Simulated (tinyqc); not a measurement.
Inside a calculation. Model: quantum point contact as a saddle point.

Computed by the program tinyqc: `OMP_NUM_THREADS=1 python tinyqc.py 2740132 2740133 out.jsonl`, one thread of a shared Intel Xeon 2.30GHz, about 0.04 s for the whole run. Printed values are rounded.

Potential V0 - m wx^2 x^2/2 + m wy^2 y^2/2; energies are counted from V0. Mode n = 0, 1, ... transmits T_n(E) = 1/(1 + exp(-2 pi (E - E_n)/wx)), E_n = wy (n + 1/2); each mode carries 2 q^2/h.

Parameters, values chosen for the exercise:

| symbol | value | unit | meaning |
|---|---|---|---|
| T | 1.5 | K | temperature |
| wy | 2.9 | meV | transverse quantum hbar wy |
| wx | 2.6 | meV | curvature of the barrier hbar wx |
| mu | 8.96 | meV | Fermi level above the saddle point |
| nE | 15 |  | points of the energy grid |
| xm | 7 |  | half-range of the grid in kB T |

Constants: q = 1.602176634e-19 C, kB = 1.380649e-23 J/K, h = 6.62607015e-34 J s, Vt = kB T/q. Results are converted to the units shown.

## Transmissions at the Fermi level

At zero temperature g = G/(2 q^2/h) = sum T_n(mu); Fano factor sum T_n (1 - T_n)/sum T_n. Modes beyond those listed are in the sums but add less than 1e-4 to g.

```
mode,E_n (meV),T_n
0,1.4500,1.00000
1,4.3500,0.99999
2,7.2500,0.98421
3,10.1500,0.05336
4,13.0500,0.00005
```

g = 3.0376
G = 235.36 uS
Fano factor = 0.02177

## Thermal average on a coarse grid

g(T) = int g(E) (-df/dE) dE = int g(mu + x kB T) dx/(4 cosh^2(x/2)), g(E) the zero-temperature value at E, g = G/(2 q^2/h). Simpson's rule on nE equally spaced x from -xm to xm.

```
point,x,E (meV),g(E),weight
0,-7.00000,8.05518,2.88116,0.000910
1,-6.00000,8.18444,2.91384,0.002467
2,-5.00000,8.31370,2.94057,0.006648
3,-4.00000,8.44296,2.96286,0.017663
4,-3.00000,8.57222,2.98225,0.045177
5,-2.00000,8.70148,3.00020,0.104994
6,-1.00000,8.83074,3.01818,0.196612
7,0.00000,8.96000,3.03761,0.250000
8,1.00000,9.08926,3.05999,0.196612
9,2.00000,9.21852,3.08683,0.104994
10,3.00000,9.34778,3.11967,0.045177
11,4.00000,9.47704,3.15994,0.017663
12,5.00000,9.60630,3.20872,0.006648
13,6.00000,9.73556,3.26651,0.002467
14,7.00000,9.86482,3.33287,0.000910
```

integral of the weight = 0.998850
g(T) = 3.03880
g(T) divided by the integral of the weight = 3.04230

A converged quadrature gives 3.0425; this grid is 0.12 % below that, and its weight integrates to 0.9988 in place of 1.
